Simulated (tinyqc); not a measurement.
Estimate of lattice thermal conductivity from elastic moduli (Slack, Klemens and Cahill formulas): one step, computed by the program tinyqc. Command: `OMP_NUM_THREADS=1 python tinyqc.py 3029843 3029844 out.jsonl slack walk`. One thread of a shared host (Intel(R) Xeon(R) Processor @ 2.30GHz), about 0.01 s of CPU time with the checks.

An isotropic solid.

Question. Point defects and grains. High-temperature forms with the classical heat capacity. Klemens: kappa/kappa_0 = arctan(u)/u, u^2 = pi^2 Theta V Gamma kappa_0/(h v_m^2). Grains: 1/kappa_poly = 1/kappa + 1/(C v_m d/3), C = 3 k_B/(n V), the acoustic branches alone.

Inputs (values chosen for the exercise, for a model crystal):

| quantity | value | unit |
|---|---|---|
| volume per atom V | 33.8 | angstrom^3 |
| atoms per primitive cell n | 1 | - |
| temperature T | 300 | K |
| disorder parameter Gamma | 0.022 | - |
| grain size d | 10000 | nm |

Grueneisen parameter: from the Poisson ratio.

kappa of the perfect crystal = 790.6032 W/(m K)

Debye temperature Theta = 883.5835 K

v_m = 9595.699 m/s

Constants: h = 6.62607015e-34 J s; k_B = 1.380649e-23 J/K.

Give: disorder scale u; kappa with point defects; grain-boundary limit; kappa of the polycrystal.

Answer.

disorder scale u = 9.167

kappa with point defects = 126.1 W/(m K)

grain-boundary limit = 39196 W/(m K)

kappa of the polycrystal = 125.7 W/(m K)

For large u the ratio tends to pi/(2u): kappa then falls only as Gamma^(-1/2). Grains remove a further 0 %. Caution: T lies below Theta_a, where umklapp processes begin to freeze out and the Slack formula can fall short.
